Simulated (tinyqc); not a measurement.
Input admittance of a MOSFET at zero drain bias: distributed channel and distributed gate: two steps of the calculation.

Source and drain grounded, strong inversion, w = 2 pi f, Cox = eps0 eox/tox. The channel is an RC line of resistance 1/(mu Cox Vo) per square fed from both ends, so one finger has the intrinsic admittance y = i w Cox L tanh(g)/g per width, g = (1/2) sqrt(i w tau), tau = L^2/(mu Vo). The vertical resistance rv/L is in series with y, the overlaps 2 i w Cov in parallel: y_t = 1/(1/y + rv/L) + 2 i w Cov. The gate strip is a line of Rsh/L per length loaded by y_t, so a finger has Y = y_t Wf tanh(k)/k, k = (Wf/sd) sqrt(y_t Rsh/L); the device has Nf Y.

Values chosen for this exercise; values of the order met in silicon radio-frequency transistors: relative permittivity of the gate insulator (close to aluminium oxide) eox = 9.07; insulator thickness tox = 4.9 nm; channel length L = 0.5 um; finger width Wf = 11 um; number of fingers Nf = 32; channel mobility mu = 320 cm^2/(V s); gate overdrive Vo = 0.22 V; sheet resistance of the gate Rsh = 6.4 ohm/square; vertical resistivity of the gate stack rv = 0 ohm um^2; number of ends at which a finger is contacted sd = 2; overlap and fringe capacitance on each side Cov = 0.38 fF/um; frequency f = 20 GHz.

Constants: eps0 = 8.8541878128e-14 F/cm where lengths are in cm. Results are converted to the units shown.

Question 1. Low-frequency resistances and capacitance. Low-frequency limits, with c = Cox L and ct = c + 2 Cov: R_strip = Rsh Wf/(3 sd^2 L Nf), R_ch = (c/ct)^2 L/(12 mu Cox Vo Wf Nf), R_vert = (c/ct)^2 rv/(L Wf Nf), C = ct Wf Nf.

Give: parts; sum; C; 1/(2 pi R C).

Answer 1.

parts (ohm): strip 0.3667, channel 0.8592, vertical 0
sum = 1.226 ohm
C = 3152 fF
1/(2 pi R C) = 41.19 GHz

The channel term is the largest, 70.1 % of the sum.

Question 2. Admittance of the channel and stack per width. tau, g, c = Cox L, y and y_t as defined.

Wanted: tau; g; c; y; y_t.

Answer 2.

tau = 35.511 ps
g = 0.74687+0.74687i
c = 8.1946 fF/um
y = 318.87+887.84i uS/um
y_t = 318.87+983.35i uS/um

w tau = 4.46, and Im y is 0.862 of w c.

Program tinyqc, `OMP_NUM_THREADS=1 python tinyqc.py 2262124 2262125 out.jsonl`; Intel Xeon 2.30GHz, shared host, one thread, about 0.01 s.
